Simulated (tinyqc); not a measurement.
What each parameter of the potential does: deformation potentials from a strained empirical pseudopotential.

Diamond lattice, no spin-orbit coupling. Atomic form factor V(q) = a1 (q^2 - a2)/(a3 exp(a4 q^2) - 1) in rydberg with q in 1/bohr, for the unstrained cell. Under a strain e the reciprocal vectors and k go over into (1 + e)^(-1) G, the atoms sit at +/- tau with tau = (1 + e) a (1,1,1)/8 - zeta a (eyz, ezx, exy)/4, and H(G,G') = c |k + G|^2 delta + (V(q)/det(1 + e)) cos(q.tau), q = G - G', with the term q = 0 left out; c = hbar^2/2m0. The basis is fixed before straining: all G with |k + G|^2 up to 16 (2 pi/a)^2. k is given in units of 2 pi/a of the unstrained cell.

Constants: hbar^2/2m0 = 3.80998211 eV angstrom^2; Ry = 13.60569312 eV; a0 (Bohr radius) = 0.5291772105 angstrom.

Inputs chosen for the exercise (near those of Si; the results hold for these values, not for the real material): a = 5.433 angstrom (lattice constant); a1 = 0.536; a2 = 2.212; a3 = 2.06; a4 = 0.492; kD = 0.82 2 pi/a (position of the Delta minimum).

Gaps from the valence top to level 8 at Gamma and level 5 at (kD,0,0) and L, and their deformation potentials [E(+h) - E(-h)]/(3 ln((1 + h)/(1 - h))) for e = +/- h 1, h = 0.002. The row for the lattice constant keeps V(q) without the volume factor, so it is not a strain. Each row changes one parameter from the base and keeps the others.

Results:

| case | Gamma (eV) | Delta (eV) | L (eV) | potential Gamma (eV) | potential Delta (eV) | potential L (eV) |
|---|---|---|---|---|---|---|
| base | 3.892 | 1.107 | 1.929 | -8.72 | 2.65 | -1.89 |
| a = 5.379 angstrom | 4.017 | 0.809 | 1.827 | -8.42 | 2.96 | -1.72 |
| a1 = 0.531 | 3.851 | 1.040 | 1.880 | -8.65 | 2.66 | -1.88 |
| a2 = 2.234 | 3.774 | 1.181 | 1.924 | -8.79 | 2.60 | -1.93 |
| a3 = 2.039 | 3.938 | 1.203 | 1.996 | -8.82 | 2.66 | -1.90 |
| a4 = 0.487 | 3.985 | 1.193 | 2.005 | -8.89 | 2.57 | -1.97 |

The largest shifts from the base row, up to three for each result and ties (the steps differ in size, so this ranks the rows, not the parameters). Gamma (eV): a +0.125, a2 -0.118, a4 +0.093. Delta (eV): a -0.298, a3 +0.096, a4 +0.086. L (eV): a -0.102, a4 +0.076, a3 +0.066. potential Gamma (eV): a +0.30, a4 -0.17, a3 -0.09. potential Delta (eV): a +0.30, a4 -0.08, a2 -0.05. potential L (eV): a +0.18, a4 -0.08, a2 -0.04.

tinyqc: `OMP_NUM_THREADS=1 python tinyqc.py 1851176 1851177 out.jsonl`; about 0.3 s, one thread, shared Intel(R) Xeon(R) Processor @ 2.30GHz.
